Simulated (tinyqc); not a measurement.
p-i-n power rectifier, conductivity modulation at high injection: one step of the calculation.

A drift layer from x = -d to d (2 d = W) between ideal p+ and n+ emitters (no recombination in them). High injection, n = p, ambipolar diffusion with one lifetime; both mobilities scale as (T/300 K)^(-bt).

Problem. Carrier profile. Da = 2 mun mup Vt/(mun + mup), La = sqrt(Da tau), B = (mun - mup)/(mun + mup) with mun = mud (T/300 K)^(-bt), mup likewise; n(x) = (tau J/(2 q La)) [cosh(x/La)/sinh(d/La) - B sinh(x/La)/cosh(d/La)]. 12 equal steps.

Values chosen for this exercise; bulk values close to those of silicon:
- T = 300 K (temperature)
- mud = 1240 cm^2/(V s) (drift mobility at 300 K)
- bt = 2.5 (temperature exponent of the drift mobility)
- mup = 425 cm^2/(V s) (hole mobility at 300 K)
- J = 100 A/cm^2 (forward current density)
- tau = 1.4e-6 s (high-level lifetime)

Constants: q = 1.602176634e-19 C, kB = 1.380649e-23 J/K, Vt = kB T/q. Results are converted to the units shown.

W = 215.81287 um

Wanted: Da; La; B; x; n.

Solution.

Da = 16.365 cm^2/s
La = 47.866 um
B = 0.48949

```
point,x (um),n (cm^-3)
0,-107.91,1.3702e17
1,-89.92,9.4509e16
2,-71.94,6.5501e16
3,-53.95,4.5849e16
4,-35.97,3.2747e16
5,-17.98,2.4322e16
6,0.00,1.9371e16
7,17.98,1.7187e16
8,35.97,1.7458e16
9,53.95,2.0222e16
10,71.94,2.5875e16
11,89.92,3.5224e16
12,107.91,4.9604e16
```

d/La = 2.25.

Numbers from tinyqc (`OMP_NUM_THREADS=1 python tinyqc.py 2230009 2230010 out.jsonl`; about 0.01 s on one thread of a shared Intel Xeon 2.30GHz).
